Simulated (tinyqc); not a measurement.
MOSFET in the linear regime without short-channel effects, parameter extraction from computed curves: two steps of the calculation.

Inversion charge Q = Cox n Vt W0(exp((Vg - VT)/(n Vt))), W0 the Lambert function and n = nf; u = Q/Cox; mobility mu = mu0/(1 + th1 u + th2 u^2); channel resistance Rch = (L - dL)/(W mu Q); Id = Vd/(Rch + Rsd/W). Cox = eps0 eox/tox. Small Vd, no channel-length or drain effects.

Parameters, values chosen for the exercise; channel values of the order met in silicon transistors: temperature T = 300 K; relative permittivity of the gate insulator (close to silicon dioxide) eox = 3.9; insulator thickness tox = 1.8 nm; low-field mobility mu0 = 160 cm^2/(V s); first mobility attenuation factor th1 = 0.58 1/V; second mobility attenuation factor th2 = 0 1/V^2; threshold voltage VT = 0.55 V; body factor nf = 1.14; gate width W = 1 um; drawn gate length L = 1.4 um; drawn less effective length dL = 0.015 um; source plus drain resistance Rsd = 230 ohm um; drain voltage Vd = 0.05 V.

Constants: q = 1.602176634e-19 C, kB = 1.380649e-23 J/K, Vt = kB T/q, eps0 = 8.8541878128e-14 F/cm where lengths are in cm. Results are converted to the units shown.

Question 1. Transfer curve. u, mu, Rch and Id as defined.

Vg, point 0 to 8 (V): 0.35  0.45  0.55  0.65  0.75  0.85  0.95  1.05  1.15

Wanted: u; mu; Rch; Id.

Answer 1.

```
point	u (V)	mu (cm^2/(V s))	Rch (ohm)	Id (uA)
0	3.3241e-5	160.00	1.3575e8	3.6833e-4
1	9.5863e-4	159.91	4.7095e6	0.010616
2	0.016714	158.46	2.7258e5	0.18328
3	0.073191	153.48	64267	0.77523
4	0.15171	147.06	32359	1.5342
5	0.23839	140.56	21545	2.2962
6	0.32890	134.37	16336	3.0182
7	0.42159	128.56	13320	3.6900
8	0.51565	123.16	11368	4.3113
```

Question 2. The Y function. Y_i = Id_i/sqrt(gm_i). For Id = beta Vd x/(1 + th x), x = Vg - VT, Y = sqrt(beta Vd) x whatever th. Slope s from points 4 and 7; VT_Y = Vg - Y/s at point 7; beta = s^2/Vd; mobility beta L/(W Cox) with the drawn L; th* = (beta Vd x/Id - 1)/x at point 7.

```
point	Vg (V)	Id (uA)
0	0.35	3.6833449e-4
1	0.45	0.010616258
2	0.55	0.18328064
3	0.65	0.77523390
4	0.75	1.5342392
5	0.85	2.2962243
6	0.95	3.0182376
7	1.05	3.6900497
8	1.15	4.3112533
```

gm, point 1 to 7 (uS): 0.91456154  3.8230882  6.7547927  7.6049519  7.4199921  6.9691272  6.4650786

Find: Y; s; VT_Y; beta; mobility from Y; th*.

Answer 2.

Y, point 1 to 7 (uA^0.5 V^0.5): 0.011101  0.093737  0.29828  0.55635  0.84297  1.1433  1.4513
s = 2.9830 uA^0.5 V^-0.5
VT_Y = 0.56350 V
beta = 177.97 uA/V^2
mobility from Y = 129.88 cm^2/(V s)
th* = 0.35602 1/V

The mobility from Y is 20 % below mu0 L/(L - dL) = 162 cm^2/(V s), which it should reach in deep inversion when th2 = 0.

tinyqc, about 0.01 s, one thread, Intel Xeon 2.30GHz (shared host): `OMP_NUM_THREADS=1 python tinyqc.py 2210084 2210085 out.jsonl`
